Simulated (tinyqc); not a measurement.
One-electron ion in a basis of Gaussians, step by step. Computed by tinyqc, a small Python program that keeps every step. Settings: Z = 1, l = 2. Command: `OMP_NUM_THREADS=1 python tinyqc.py 31589 31590 out.jsonl` (the two numbers bound the seeds that draw the settings). One thread of a shared host (Intel(R) Xeon(R) Processor @ 2.60GHz), about 0.01 s of CPU time with the checks.

## Matrices over normalised Gaussians

exponents of r^l exp(-a r^2) (1/bohr^2): 0.0040  0.0098  0.0240  0.0587  0.1435  0.3508  0.8574

Z = 1

l = 2

With p = a_i + a_j and I(k) = Gamma((k+1)/2) / (2 p^((k+1)/2)): S = I(2l+2), T = (2l+3) a_i a_j S / p, V = -Z I(2l+1), each divided by sqrt(S_ii S_jj).

S:
```
        1       2       3       4       5       6       7
1  1.0000  0.7129  0.2883  0.0822  0.0197  0.0044  0.0009
2  0.7129  1.0000  0.7130  0.2883  0.0822  0.0197  0.0044
3  0.2883  0.7130  1.0000  0.7128  0.2882  0.0822  0.0197
4  0.0822  0.2883  0.7128  1.0000  0.7128  0.2882  0.0822
5  0.0197  0.0822  0.2882  0.7128  1.0000  0.7128  0.2883
6  0.0044  0.0197  0.0822  0.2882  0.7128  1.0000  0.7129
7  0.0009  0.0044  0.0197  0.0822  0.2883  0.7129  1.0000
```

T (hartree):
```
        1       2       3       4       5       6       7
1  0.0141  0.0142  0.0069  0.0022  0.0005  0.0001  0.0000
2  0.0142  0.0344  0.0348  0.0170  0.0053  0.0013  0.0003
3  0.0069  0.0348  0.0840  0.0850  0.0415  0.0129  0.0032
4  0.0022  0.0170  0.0850  0.2054  0.2079  0.1014  0.0316
5  0.0005  0.0053  0.0415  0.2079  0.5022  0.5082  0.2481
6  0.0001  0.0013  0.0129  0.1014  0.5082  1.2278  1.2424
7  0.0000  0.0003  0.0032  0.0316  0.2481  1.2424  3.0009
```

V (hartree):
```
         1        2        3        4        5        6        7
1  -0.0540  -0.0505  -0.0290  -0.0124  -0.0046  -0.0016  -0.0005
2  -0.0505  -0.0844  -0.0789  -0.0454  -0.0194  -0.0071  -0.0024
3  -0.0290  -0.0789  -0.1319  -0.1234  -0.0710  -0.0303  -0.0111
4  -0.0124  -0.0454  -0.1234  -0.2062  -0.1929  -0.1110  -0.0474
5  -0.0046  -0.0194  -0.0710  -0.1929  -0.3224  -0.3016  -0.1736
6  -0.0016  -0.0071  -0.0303  -0.1110  -0.3016  -0.5041  -0.4716
7  -0.0005  -0.0024  -0.0111  -0.0474  -0.1736  -0.4716  -0.7881
```

## Generalised eigenproblem

H = T + V (hartree):
```
         1        2        3        4        5        6        7
1  -0.0399  -0.0362  -0.0221  -0.0102  -0.0040  -0.0014  -0.0005
2  -0.0362  -0.0500  -0.0441  -0.0284  -0.0141  -0.0058  -0.0021
3  -0.0221  -0.0441  -0.0478  -0.0383  -0.0295  -0.0174  -0.0079
4  -0.0102  -0.0284  -0.0383  -0.0007   0.0150  -0.0095  -0.0157
5  -0.0040  -0.0141  -0.0295   0.0150   0.1799   0.2066   0.0745
6  -0.0014  -0.0058  -0.0174  -0.0095   0.2066   0.7237   0.7708
7  -0.0005  -0.0021  -0.0079  -0.0157   0.0745   0.7708   2.2128
```

Solve H C = S C e through S^(-1/2); each column has its largest component positive (the first on a tie).

eigenvalues of S: 0.0342  0.0957  0.2502  0.5794  1.1715  2.0162  2.8530

eigenvalues (hartree): -0.0556  -0.0311  -0.0049  0.0908  0.3853  1.2132  3.5229

coefficients:
```
        1        2        3        4        5        6        7
1  0.0830   1.1346  -1.1171   0.4717  -0.2104   0.1032  -0.0522
2  0.5497  -0.3133   2.0475  -1.3428   0.6376  -0.3113   0.1564
3  0.4104  -0.3683  -1.3184   2.1761  -1.3106   0.6571  -0.3271
4  0.1037  -0.0915  -0.0416  -1.8118   2.0928  -1.2320   0.6196
5  0.0199  -0.0161  -0.0766   0.1894  -1.9628   1.9709  -1.1188
6  0.0025  -0.0022   0.0086  -0.0900   0.2933  -1.9316   1.7596
7  0.0006  -0.0004  -0.0036   0.0143  -0.0745   0.2371  -1.6615
```

For Z = 1 and l = 2 the exact lowest level is -Z^2/(2 n^2) with n = l + 1: -0.055556 hartree.
